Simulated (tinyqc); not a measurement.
Worked calculation: plane-wave Kohn-Sham cycle with exchange-only LDA in a layered model solid. Computed by tinyqc, a small Python program that keeps every step. Settings: points = 16, plane-wave index or count = 2, electrons = 2, k points = 1, area = 24.0, mixing = 1.0, iteration cap = 67, Kerker q0 = 1.38. Command: `OMP_NUM_THREADS=1 python tinyqc.py 26907 26908 out.jsonl` (the two numbers bound the seeds that draw the settings). One thread of a shared host (Intel(R) Xeon(R) Processor @ 2.60GHz), about 0.02 s of CPU time with the checks. Later iterations appear only in the table of the cycle.

## Iteration 1: potential

A solid whose potential varies along x alone (atomic units):
```
parameter                      value
period a                   16.000000
cross-section of the cell  24.000000
electrons per cell                 2
grid points                       16
plane waves -n..n, n               2
k points                           1
V1 in V1 cos(2 pi x/a)     -0.710000
V2 in V2 cos(4 pi x/a)     -0.190000
```

density at the start, on the grid x_j = j a/N (e/bohr^3): 0.00520833  0.00520833  0.00520833  0.00520833  0.00520833  0.00520833  0.00520833  0.00520833  0.00520833  0.00520833  0.00520833  0.00520833  0.00520833  0.00520833  0.00520833  0.00520833

V_H(G) = 4 pi rho(G)/G^2 for G != 0 (uniform background); v_x = -(3 rho/pi)^(1/3); V = V_ext + V_H + v_x; Fourier components f(G_m) = (1/N) sum_j f(x_j) exp(-i G_m x_j).

Potentials on the grid (hartree):
```
x              V_ext       V_H        v_x          V
0.000000   -0.900000  0.000000  -0.170696  -1.070696
1.000000   -0.790305  0.000000  -0.170696  -0.961001
2.000000   -0.502046  0.000000  -0.170696  -0.672742
3.000000   -0.137355  0.000000  -0.170696  -0.308051
4.000000    0.190000  0.000000  -0.170696   0.019304
5.000000    0.406056  0.000000  -0.170696   0.235360
6.000000    0.502046  0.000000  -0.170696   0.331350
7.000000    0.521604  0.000000  -0.170696   0.350908
8.000000    0.520000  0.000000  -0.170696   0.349304
9.000000    0.521604  0.000000  -0.170696   0.350908
10.000000   0.502046  0.000000  -0.170696   0.331350
11.000000   0.406056  0.000000  -0.170696   0.235360
12.000000   0.190000  0.000000  -0.170696   0.019304
13.000000  -0.137355  0.000000  -0.170696  -0.308051
14.000000  -0.502046  0.000000  -0.170696  -0.672742
15.000000  -0.790305  0.000000  -0.170696  -0.961001
```

V(G_m), m = 0, 1, 2, ... (hartree): -0.170696  -0.355000  -0.095000  0.000000  0.000000

## Iteration 1: Hamiltonian at one k

k = 0.000000 2 pi / a

H(m,m') = (k + G_m)^2/2 delta + V(G_m - G_m'), with V(-G) = V(G).

H (hartree):
```
           -2         -1         +0         +1         +2
-2   0.137729  -0.355000  -0.095000   0.000000   0.000000
-1  -0.355000  -0.093590  -0.355000  -0.095000   0.000000
+0  -0.095000  -0.355000  -0.170696  -0.355000  -0.095000
+1   0.000000  -0.095000  -0.355000  -0.093590  -0.355000
+2   0.000000   0.000000  -0.095000  -0.355000   0.137729
```

## Iteration 1: levels at that k

Diagonalise the Hermitian matrix.

eigenvalues (hartree): -0.811705  -0.291914  0.148580  0.431054  0.441568

## Iteration 1: new density

Motion across x is left out: the lowest 1 band(s) hold two electrons at each of the k points (j + 1/2)/nk - 1/2. Residual R = rho(out) - rho(in); rho(new) = rho(in) + 1 R, with R(G) scaled by G^2/(G^2 + 1.38^2) (Kerker). rho(out) = 2/(a A nk) sum |psi|^2 with psi = sum c exp(i G x). Harris energy E = band energy - dV sum rho (V_H/2 + v_x) + (3/4) dV sum rho v_x with rho(in), dV = a A/N, band energy = (2/nk) sum of the filled levels.

rho(out) (e/bohr^3): 0.02313320  0.01854860  0.00910901  0.00220831  0.00008414  0.00005970  0.00003211  0.00001673  0.00008296  0.00001673  0.00003211  0.00005970  0.00008414  0.00220831  0.00910901  0.01854860

density after iteration 1 (e/bohr^3): 0.00872651  0.00723801  0.00456247  0.00347423  0.00415856  0.00494879  0.00513428  0.00517231  0.00522952  0.00517231  0.00513428  0.00494879  0.00415856  0.00347423  0.00456247  0.00723801

energy per cell = -1.53806103 hartree

## Iteration 2: potential

As before.

Potentials on the grid (hartree):
```
x              V_ext        V_H        v_x          V
0.000000   -0.900000   0.095064  -0.202739  -1.007675
1.000000   -0.790305   0.074634  -0.190486  -0.906157
2.000000   -0.502046   0.030001  -0.163327  -0.635372
3.000000   -0.137355  -0.008353  -0.149145  -0.294854
4.000000    0.190000  -0.026885  -0.158357   0.004757
5.000000    0.406056  -0.032261  -0.167812   0.205982
6.000000    0.502046  -0.033667  -0.169883   0.298495
7.000000    0.521604  -0.034020  -0.170302   0.317283
8.000000    0.520000  -0.033960  -0.170927   0.315113
9.000000    0.521604  -0.034020  -0.170302   0.317283
10.000000   0.502046  -0.033667  -0.169883   0.298495
11.000000   0.406056  -0.032261  -0.167812   0.205982
12.000000   0.190000  -0.026885  -0.158357   0.004757
13.000000  -0.137355  -0.008353  -0.149145  -0.294854
14.000000  -0.502046   0.030001  -0.163327  -0.635372
15.000000  -0.790305   0.074634  -0.190486  -0.906157
```

V(G_m), m = 0, 1, 2, ... (hartree): -0.169518  -0.330464  -0.088074  -0.000816  -0.000581

## Iteration 2: Hamiltonian at one k

k = 0.000000 2 pi / a

As before.

H (hartree):
```
           -2         -1         +0         +1         +2
-2   0.138907  -0.330464  -0.088074  -0.000816  -0.000581
-1  -0.330464  -0.092412  -0.330464  -0.088074  -0.000816
+0  -0.088074  -0.330464  -0.169518  -0.330464  -0.088074
+1  -0.000816  -0.088074  -0.330464  -0.092412  -0.330464
+2  -0.000581  -0.000816  -0.088074  -0.330464   0.138907
```

## Iteration 2: levels at that k

As before.

eigenvalues (hartree): -0.761110  -0.269825  0.137664  0.404976  0.411767

## Iteration 2: new density

As before.

rho(out) (e/bohr^3): 0.02302739  0.01849929  0.00915178  0.00226828  0.00009976  0.00004980  0.00002890  0.00001596  0.00007839  0.00001596  0.00002890  0.00004980  0.00009976  0.00226828  0.00915178  0.01849929

density after iteration 2 (e/bohr^3): 0.01115447  0.00879017  0.00442811  0.00240602  0.00324803  0.00452335  0.00497738  0.00511378  0.00520514  0.00511378  0.00497738  0.00452335  0.00324803  0.00240602  0.00442811  0.00879017

energy per cell = -1.44412164 hartree

## Convergence

Stop when sqrt(dV sum R^2) is below 1e-8, dV = a A/N.

Course of the cycle:
```
iteration  E (hartree)  norm of the residual
1          -1.53806103              1.52e-01
2          -1.44412164              1.31e-01
3          -1.36571679              1.16e-01
4          -1.30115459              1.04e-01
5          -1.24770410              9.39e-02
6          -1.20318847              8.55e-02
7          -1.16595349              7.83e-02
8          -1.13471186              7.19e-02
9          -1.10843879              6.61e-02
10         -1.08630895              6.08e-02
11         -1.06765238              5.60e-02
...                ...                   ...
57         -0.97113146              9.52e-04
58         -0.97113153              8.71e-04
59         -0.97113171              7.97e-04
60         -0.97113195              7.29e-04
61         -0.97113223              6.68e-04
62         -0.97113253              6.11e-04
63         -0.97113282              5.60e-04
64         -0.97113311              5.13e-04
65         -0.97113339              4.70e-04
66         -0.97113365              4.30e-04
67         -0.97113389              3.94e-04
```

Not converged within 67 iterations: the residual falls steadily but slowly, by a factor of about 0.92 a step. Reruns (cap 100 unless said): mixing 0.1: not converged; mixing 0.5, Kerker q0 1.0: not converged; mixing 0.3, Pulay depth 5: converged in 16 (E = -0.97114); the original settings with a cap of 400: converged in 192 (E = -0.97114).
